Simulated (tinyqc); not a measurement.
Chemically amplified photoresist: aerial image, acid generation, bake, development and line width: one step, computed by the program tinyqc.

Lines and spaces of pitch p with a two-beam-like image; x = 0 is the middle of the bright space. The resist is positive and treated as uniform in depth.

Question. Space width and dose latitude. Dose E(x) = E [1 + c cos(2 pi x/p)]; acid h = 1 - exp(-C E(x)). Bake: the acid image is blurred by a Gaussian of variance sigma^2 = 2 D t (each Fourier term k of h, taken on 64 points, is multiplied by exp(-4 pi^2 k^2 D t/p^2)). The quencher then removes q, h_eff = max(h_blurred - q, 0); protection m = exp(-k_amp t h_eff). Mack rate r = r_max (a + 1)(1 - m)^n/(a + (1 - m)^n) + r_min, a = ((n + 1)/(n - 1))(1 - m_th)^n. Edge: vertical development clears the film where r t_d >= d; the space width is twice the x where r = d/t_d. Dose sensitivity = d ln(width)/d ln E from widths at 1.005 E and E/1.005; image log-slope at the edge = |d ln E/dx|, normalised by the width (NILS); latitude for 10 % of width = 10 %/sensitivity.

Inputs (values chosen for the exercise, for a model resist at 193 nm):

| quantity | value | unit |
|---|---|---|
| pitch p | 150 | nm |
| image contrast c | 0.53 | - |
| mean dose E | 10.3 | mJ/cm^2 |
| Dill parameter C | 0.032 | cm^2/mJ |
| quencher load q, relative to the acid generator | 0.12 | - |
| acid diffusivity D | 1.6 | nm^2/s |
| bake time t | 60 | s |
| amplification rate k_amp | 0.037 | 1/s |
| threshold protection m_th | 0.47 | - |
| development selectivity n | 8 | - |
| largest rate r_max | 280 | nm/s |
| smallest rate r_min | 0.071 | nm/s |
| resist thickness d | 160 | nm |
| development time t_d | 30 | s |

Give: space width; dose sensitivity; NILS; dose latitude.

Answer.

space width = 63.78 nm

dose sensitivity = 1.844

NILS = 1.226

dose latitude = 5.423 %

At the same width a resist without blur would give a sensitivity 2/NILS = 1.632; the blur multiplies it by 1.13. Caution: lateral development, standing waves and the joint diffusion of acid and quencher are left out, so widths are indicative.
